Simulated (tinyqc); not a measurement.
Inside a calculation. Method: lattice vibrations of a chain. Computed by tinyqc, a small Python program that keeps every step. Command: `OMP_NUM_THREADS=1 python tinyqc.py 30352 30353 out.jsonl` (the two numbers bound the seeds that draw the settings). One thread of a shared host (Intel(R) Xeon(R) Processor @ 2.60GHz), about 0.01 s of CPU time with the checks.

## Dynamical matrix at q = 0.18

A chain moving along its axis:
```
atom,mass (u),spring to the next atom (eV/angstrom^2)
1,68.10000,25.60000
2,10.50000,17.30000
3,26.40000,14.50000
```

q is in units of 2 pi/a. A spring k from atom i to atom j, n cells on, adds k to Phi_ii and Phi_jj, -k exp(2 pi i q n) to Phi_ij and the conjugate to Phi_ji (for one atom a cell: 2k (1 - cos 2 pi q n)); D_ij = Phi_ij / sqrt(m_i m_j).

D(q) (eV/(angstrom^2 u)):
```
,1,2,3
1,0.58884,-0.95735,-0.14561+0.30943i
2,-0.95735,4.08571,-1.03908
3,-0.14561-0.30943i,-1.03908,1.20455
```

## Frequencies

omega^2 are the eigenvalues; wavenumber = 521.4708 sqrt(eigenvalue) 1/cm.

eigenvalues: 0.07088  1.19468  4.61354

wavenumbers (1/cm): 138.8  570.0  1120.1

weights |e|^2 of the mass-weighted modes:
```
,mode 1,mode 2,mode 3
atom 1,0.68007,0.27359,0.04634
atom 2,0.09211,0.03199,0.87589
atom 3,0.22781,0.69442,0.07777
```

## Dispersion and heat capacity

C/k_B per atom = mean over q = (j + 1/2)/80, j = 0..39 and all branches of y^2 e^y/(e^y - 1)^2, y = hc wavenumber / k_B T.

Wavenumbers (1/cm):
```
q,branch 1,branch 2,branch 3
0.00000,0.00000,592.51691,1116.97718
0.06250,48.97496,589.70195,1117.39312
0.12500,97.33457,581.41574,1118.56875
0.18750,144.38527,568.14214,1120.30430
0.25000,189.23556,550.73669,1122.31606
0.31250,230.56084,530.58993,1124.29104
0.37500,266.10419,510.06577,1125.93774
0.43750,291.78662,493.34663,1127.02440
0.50000,301.54922,486.56332,1127.40345
```

Heat capacity:
```
T (K),C/k_B per atom
20,0.03899
50,0.10030
100,0.20602
200,0.39681
300,0.54832
600,0.80486
1200,0.94067
```

zero-point energy per atom = 38.13778 meV
